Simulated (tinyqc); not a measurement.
# Silicon n-p-n transistor, Gummel numbers and transit times: Cut-off frequency against collector current

One-dimensional n-p-n transistor in the forward active mode at low injection. In the base p(x) = NB exp(-eta x/wb) and ni(x)^2 = ni^2 exp((g0 + g1 x/wb)/Vt); electrons leave the base at vsat; band spikes at the emitter junction and recombination inside the emitter are ignored.

f(x) = p(x) ni^2/ni(x)^2; I(x) = integral from x to wb of f/Dn, plus f(wb)/vsat; base Gummel number GB = I(0); electron density per unit flux n/(J/q) = I/f; base transit time tauB = integral of I/f over the base. ni = sqrt(Nc Nv) exp(-Eg/(2 Vt)), Eg in volts; JC = J0 exp(VBE/Vt), J0 = q ni^2/GB; collector layer one-sided, Wc = sqrt(2 eps0 eps_r (Vbc + VCB)/(q NC)), Vbc = Vt ln(NB exp(-eta) NC/ni^2), Cjc = eps0 eps_r/Wc, tauC = Wc/(2 vsat). Delay 1/(2 pi fT) = tauE + tauB + tauC + tauR with tauE = Vt (Cj + Cjc)/JC and tauR = Rc Cjc. Charge stored in the emitter is left out. The Kirk effect, also left out, sets in near JC = q NC vsat. n(0) = (JC/q) I(0)/f(0).

Parameters, values chosen for the exercise; band and dielectric values close to those of silicon:

| symbol | value | unit | meaning |
|---|---|---|---|
| T | 300 | K | temperature |
| Eg | 1.13 | eV | band gap |
| eps_r | 11.5 |  | relative permittivity |
| Nc | 2.77e19 | cm^-3 | conduction-band density of states at T |
| Nv | 2.68e19 | cm^-3 | valence-band density of states at T |
| vsat | 1e7 | cm/s | saturation velocity |
| wb | 300 | nm | neutral base width |
| NB | 8.5e17 | cm^-3 | base doping at the emitter edge |
| eta | 0 |  | doping falls as exp(-eta x/wb) |
| g0 | 0 | eV | gap reduction at the emitter edge of the base |
| g1 | 0 | eV | further gap reduction across the base (linear) |
| Dn | 12 | cm^2/s | electron diffusion coefficient in the base |
| NC | 9.9e15 | cm^-3 | collector doping |
| VCB | 1.6 | V | collector-base reverse bias |
| Cj | 1.1 | fF/um^2 | emitter junction capacitance |
| Rc | 6.7 | ohm um^2 | emitter plus collector resistance |

Constants: q = 1.602176634e-19 C, kB = 1.380649e-23 J/K, Vt = kB T/q, eps0 = 8.8541878128e-14 F/cm where lengths are in cm. Results are converted to the units shown.

The same in every row: tauB (ps) = 40.50; tauC (ps) = 2.796; tauR (ps) = 0.001220.

Results:
```
JC (mA/um^2),VBE (V),tauE (ps),fT (GHz),JC/(q NC vsat),n(0)/NB
0.00053,0.7724,62.54,1.504,0.003341,0.001012
0.0011,0.7913,30.13,2.167,0.006935,0.002100
0.0052,0.8315,6.374,3.204,0.03278,0.009928
0.011,0.8508,3.013,3.437,0.06935,0.02100
0.024,0.8710,1.381,3.562,0.1513,0.04582
0.052,0.8910,0.6374,3.623,0.3278,0.09928
0.11,0.9104,0.3013,3.650,0.6935,0.2100
0.24,0.9305,0.1381,3.664,1.513,0.4582
```

Estimate the missing row, JC = 0.0024 mA/um^2.

Computed row:
```
JC (mA/um^2),VBE (V),tauE (ps),fT (GHz),JC/(q NC vsat),n(0)/NB
0.0024,0.8115,13.81,2.787,0.01513,0.004582
```

With this row back in the table: fT rises from 1.50 to 3.66 GHz as the charging time falls as 1/JC; its limit for vanishing tauE is 3.68 GHz, of which the largest delay is tauB (93.5 %). tauE equals the other delays together at JC = 7.66e-4 mA/um^2. For JC = 0.11, 0.24 JC nears or passes q NC vsat, where base push-out would lower fT. For JC = 0.11, 0.24 the electron density at the emitter edge exceeds a fifth of NB, beyond low injection.

Range of the model: Heavy doping makes emitter or base degenerate; gE and g0 are to be read as apparent gap changes that include this.

Program tinyqc, `OMP_NUM_THREADS=1 python tinyqc.py 2320006 2320007 out.jsonl`; Intel Xeon 2.30GHz, shared host, one thread, about 0.01 s.
